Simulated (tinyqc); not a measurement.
Static constant against the gap: interband optics of a two-band s-p chain from momentum matrix elements.

H(k) = [[Es - 2 ts cos ka, 2i V sin ka], [-2i V sin ka, Ep_ + 2 tp cos ka]] in the basis s, p; the lower band is full, with two electrons a cell. The velocity operator times hbar is W = dH/dk (eV angstrom); intra-atomic dipoles are left out.

With w(k) = |<c|W|v>|^2 and D(k) = Ec - Ev, on the mesh k_j = (j + 1/2)/N (2 pi/a): eps(E) = 1 + (8 pi e2/(a Ar)) mean_j (w/D^2) [1/(D - E - i eta) + 1/(D + E + i eta)], e2 = e^2/(4 pi eps0); light polarised along the chains, no local fields.

Constants: e^2/(4 pi eps0) = 14.39964547 eV angstrom; hbar^2/2m0 = 3.80998211 eV angstrom^2.

Parameters, chosen for this exercise: a = 3.38 angstrom (period); Ep_ = -2.15 eV (lower orbital (p)); ts = 0.32 eV (s-s hopping); tp = 0.21 eV (p-p hopping); V = 1.03 eV (s-p hopping); Ar = 12.8 angstrom^2 (cross-section per chain).

Es takes the values listed; mesh of 400 points; the Penn-type estimate is 1 + 8 pi c e2 n_eff/(a Ar Dm^2) with Dm the f-weighted mean of D, f = w/(c D), n_eff = 2 mean(f), c = hbar^2/2m0.

Results:

| Es (eV) | smallest D (eV) | Dm (eV) | n_eff | eps(0) | estimate |
|---|---|---|---|---|---|
| 3.26 | 4.350 | 5.679 | 1.999 | 3.187 | 2.976 |
| 3.56 | 4.650 | 5.970 | 1.921 | 2.880 | 2.718 |
| 4.06 | 5.150 | 6.456 | 1.802 | 2.485 | 2.378 |
| 4.56 | 5.650 | 6.943 | 1.695 | 2.194 | 2.120 |
| 5.56 | 6.650 | 7.920 | 1.512 | 1.805 | 1.768 |
| 6.56 | 7.650 | 8.901 | 1.362 | 1.568 | 1.548 |
| 8.56 | 9.650 | 10.871 | 1.133 | 1.313 | 1.305 |

What can be read from this table?

eps(0) - 1 falls from 2.187 to 0.313, as Dm^-3.00; a fixed n_eff would give the power -2, and n_eff goes from 1.999 to 1.133. The single-gap estimate is low by 9.6 % of eps(0) - 1 in the first row and 2.3 % in the last, since 1/D^2 favours the smallest separations. n_eff need not equal the 2 electrons of the cell: a two-orbital basis with chosen hoppings does not obey the free-electron sum rule.

(tinyqc, `OMP_NUM_THREADS=1 python tinyqc.py 1650537 1650538 out.jsonl`, Intel(R) Xeon(R) Processor @ 2.30GHz, 1 thread, shared host, about 0.01 s.)
